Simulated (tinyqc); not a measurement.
Bound state in one dimension: Numerov shooting, finite differences, DVR, step by step. Computed by tinyqc, a small Python program that keeps every step. Settings: points = 96. Command: `OMP_NUM_THREADS=1 python tinyqc.py 30398 30399 out.jsonl` (the two numbers bound the seeds that draw the settings). One thread of a shared host (Intel(R) Xeon(R) Processor @ 2.60GHz), about 0.01 s of CPU time with the checks.

## Numerov steps at E = 0.1

One particle of mass 1 in V = 0.73^2 x^2/2 + 0 x^4 (atomic units), psi = 0 at both ends:
```
parameter                 value
left end              -4.500000
right end              4.500000
intervals                    96
h                      0.093750
state sought (nodes)          0
```

k_i = 2 m (E - V_i); (1 + h^2 k_(i+1)/12) y_(i+1) = 2 (1 - 5 h^2 k_i/12) y_i - (1 + h^2 k_(i-1)/12) y_(i-1), from y_0 = 0, y_1 = 0.001.

Points along the way:
```
i          x        V          k        y
0   -4.50000  5.39561  -10.59122  0.00000
1   -4.40625  5.17314  -10.14627  0.00100
2   -4.31250  4.95535   -9.71069  0.00209
3   -4.21875  4.74224   -9.28448  0.00336
4   -4.12500  4.53381   -8.86763  0.00490
5   -4.03125  4.33007   -8.46015  0.00683
32  -1.50000  0.59951   -0.99903  1.64298
33  -1.40625  0.52692   -0.85383  1.84776
34  -1.31250  0.45900   -0.71800  2.06639
35  -1.21875  0.39577   -0.59154  2.29803
36  -1.12500  0.33723   -0.47445  2.54161
37  -1.03125  0.28336   -0.36673  2.79575
```

## Bisection on the node count

With more sign changes than the state has nodes (the last point included) the energy is too high, else too low; the bracket starts as 0.1 to 12.

Trials:
```
trial          E  sign changes  y at the right end   next
1      6.0500000             8            5.17e-03  lower
2      3.0750000             4            9.84e-02  lower
3      1.5875000             2            4.12e+00  lower
4      0.8437500             1           -6.32e+01  lower
5      0.4718750             1           -1.71e+02  lower
6      0.2859375             0            3.41e+02  raise
7      0.3789062             1           -3.70e+01  lower
8      0.3324219             0            1.11e+02  raise
9      0.3556641             0            2.81e+01  raise
10     0.3672852             1           -6.46e+00  lower
11     0.3614746             0            1.03e+01  raise
12     0.3643799             0            1.79e+00  raise
13     0.3658325             1           -2.37e+00  lower
14     0.3651062             1           -3.01e-01  lower
...          ...           ...                 ...    ...
29     0.3650010             0            4.72e-05  raise
30     0.3650010             0            1.55e-05  raise
31     0.3650010             1           -4.09e-07  lower
```

eigenvalue = 0.3650010 hartree

## The same grid by other methods

Three-point finite differences and the sine-DVR kinetic matrix of Colbert and Miller on the same points.

Lowest levels (hartree):
```
state  finite differences      DVR
0                 0.36485  0.36500
1                 1.09430  1.09503
2                 1.82349  1.82540
```
